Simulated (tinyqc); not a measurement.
Trap depth and cross-section from two peaks.

Question. A DLTS peak lies where ew = sn g T^2 exp(-Et/kB T), g = vth Nc/(300 K)^2. Find Et and sn.

Inputs (values chosen for the exercise):
- Nc = 5.67e17 cm^-3 (conduction-band density of states at 300 K)
- vth = 4.3e7 cm/s (thermal velocity at 300 K)

Constants: q = 1.602176634e-19 C, kB = 1.380649e-23 J/K. Results are converted to the units shown.

peak temperatures for ew = 10 and 500 1/s (K): [214.50232, 259.04144]

Answer. The slope of ln(ew/T^2) against q/kB T is -Et, and the intercept is ln(sn g).

Et = 0.3800 eV
sn = 6.800e-16 cm^2

tinyqc, about 0.01 s, one thread, Intel Xeon 2.30GHz (shared host): `OMP_NUM_THREADS=1 python tinyqc.py 2050017 2050018 out.jsonl`
